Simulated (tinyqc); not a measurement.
Trap density from swing and capacitance.

Problem. In an MOS structure at one bias the subthreshold swing is S = Vt ln 10 (1 + (Cd + q Dit)/Cox) and 1/C_HF = 1/Cox + 1/Cd, Cox = 3.9 eps0/EOT. Find Cd and Dit.

Inputs (values chosen for the exercise):
```
symbol  value  unit                     meaning
T         300     K                 temperature
EOT        22    nm  equivalent oxide thickness
```

Constants: q = 1.602176634e-19 C, kB = 1.380649e-23 J/K, Vt = kB T/q, eps0 = 8.8541878128e-14 F/cm where lengths are in cm. Results are converted to the units shown.

S = 364.69402 mV/decade
C_HF = 95.851834 nF/cm^2

Solution. C_HF gives Cd, and the swing gives Cd + q Dit.

Cd = 246 nF/cm^2
Dit = 3.49e12 cm^-2 eV^-1

tinyqc, about 0.01 s, one thread, Intel Xeon 2.30GHz (shared host): `OMP_NUM_THREADS=1 python tinyqc.py 2030017 2030018 out.jsonl`
